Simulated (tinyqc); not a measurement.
Random telegraph noise from one oxide trap in a small MOSFET: one step of the calculation.

An acceptor-like trap exchanges electrons with the channel. Inversion charge Q = Cox u, u = n Vt W0(exp((Vg - VT)/(n Vt))), W0 the Lambert function, n = nf, Cox = eps0 eox/tox; linear regime Id = (W/L) mu Q Vd. Relative to threshold the surface potential rises by Vt ln(u/u0) and the oxide voltage by the rest of Vg - VT, with u0 = n Vt W0(1).

Problem. Step height. A = W L; threshold step dV = q (1 - xt/tox)/(Cox A); gm/Id = 1/(u + n Vt); relative step dI/I = (gm/Id) dV + asc mu/A. Id as defined.

Parameters, values chosen for the exercise; values of the order met in silicon transistors: temperature T = 250 K; relative permittivity of the gate insulator (close to silicon dioxide) eox = 3.9; insulator thickness tox = 2.6 nm; depth of the trap from the channel interface xt = 1.1 nm; body factor nf = 1.19; gate width W = 140 nm; gate length L = 90 nm; mobility mu = 280 cm^2/(V s); scattering coefficient of the charged trap asc = 0 V s; drain voltage Vd = 0.1 V.

Constants: q = 1.602176634e-19 C, kB = 1.380649e-23 J/K, Vt = kB T/q, eps0 = 8.8541878128e-14 F/cm where lengths are in cm. Results are converted to the units shown.

u = 0.26967234 V
N = 2.2354553e12 cm^-2

Give: electrons in the channel N A; dV; gm/Id; number part of dI/I; dI/I; Id; dI.

Solution.

electrons in the channel N A = 281.7
dV = 0.5524 mV
gm/Id = 3.386 1/V
number part of dI/I = 0.1870 %
dI/I = 0.1870 %
Id = 15.60 uA
dI = 29.18 nA

Range of the model: VT is taken as given; short-channel effects and the uneven flow of current among few electrons are left out.

Numbers from tinyqc (`OMP_NUM_THREADS=1 python tinyqc.py 2710003 2710004 out.jsonl`; about 0.01 s on one thread of a shared Intel Xeon 2.30GHz).
